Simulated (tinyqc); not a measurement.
# Delay unit and parasitic delay from two ring oscillators

Question. A ring of 51 inverters oscillates at 1/(2 x 51 d), with stage delay d = tau (h + p) for fan-out h. Find tau, p and the delay at fan-out 4.

frequencies of 51-stage ring oscillators with fan-out 2 and 6 (GHz): 0.69321918  0.29193456

Answer. d is a straight line in h with slope tau and intercept tau p.

tau = 4.860 ps
p = 0.9100
delay at fan-out 4 = 23.86 ps

tinyqc, about 0.01 s, one thread, Intel Xeon 2.30GHz (shared host): `OMP_NUM_THREADS=1 python tinyqc.py 2082032 2082033 out.jsonl`
